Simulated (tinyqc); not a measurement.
Three-band tight binding of a dichalcogenide monolayer: one step. Closed forms at K and Gamma. Two cases, with inputs chosen for the exercise.

Problem. Three-band model of dz2 (level e1) and dxy, dx2-y2 (level e2), spin sz = +/-1; t1 and t2 drop out at these points. At K: e2 - (3/2)(t11 + t22) - 3 sqrt3 t12 + lam sz (valence), e1 - 3 t0 (conduction), e2 - (3/2)(t11 + t22) + 3 sqrt3 t12 - lam sz. At Gamma: e1 + 6 t0 (valence) and e2 + 3 (t11 + t22) -/+ lam.

Case 1.

Values chosen (near a published set for monolayer WSe2; the results hold for these values, not for the real material): e1 = 0.952 eV (level of dz2); e2 = 2.158 eV (level of dxy and dx2-y2); t0 = -0.203 eV (hopping); t11 = 0.259 eV (hopping); t12 = 0.335 eV (hopping); t22 = 0.034 eV (hopping); lam = 0.227 eV (spin-orbit constant).

Case 2.

Values chosen (near a published set for monolayer MoTe2; the results hold for these values, not for the real material): e1 = 0.609 eV (level of dz2); e2 = 1.992 eV (level of dxy and dx2-y2); t0 = -0.171 eV (hopping); t11 = 0.208 eV (hopping); t12 = 0.244 eV (hopping); t22 = 0.252 eV (hopping); lam = 0.105 eV (spin-orbit constant).

Give: a table of point, band 1, band 2, band 3; smallest direct gap at K; Ev(K) - Ev(Gamma).

Solution.

Case 1.

Levels (eV):
```
point,band 1,band 2,band 3
"K, spin up",0.2048,1.5610,3.2322
"K, spin down",-0.2492,1.5610,3.6862
Gamma,-0.2660,2.8100,3.2640
```

smallest direct gap at K = 1.3562 eV
Ev(K) - Ev(Gamma) = 0.4708 eV

Of the two points, the valence band is higher at K, by 471 meV. The dz2 conduction state at K has no atomic orbital angular momentum (Lz = 0) and is not split at this order.

Case 2.

Levels (eV):
```
point,band 1,band 2,band 3
"K, spin up",0.1391,1.1220,2.4649
"K, spin down",-0.0709,1.1220,2.6749
Gamma,-0.4170,3.2670,3.4770
```

smallest direct gap at K = 0.9829 eV
Ev(K) - Ev(Gamma) = 0.5561 eV

Of the two points, the valence band is higher at K, by 556 meV. The dz2 conduction state at K has no atomic orbital angular momentum (Lz = 0) and is not split at this order.

Computed by tinyqc, one run a case: `OMP_NUM_THREADS=1 python tinyqc.py N N+1 out.jsonl` with N = 1450439, 1450652; one thread of a shared Intel(R) Xeon(R) Processor @ 2.30GHz, about 0.02 s a run at most.
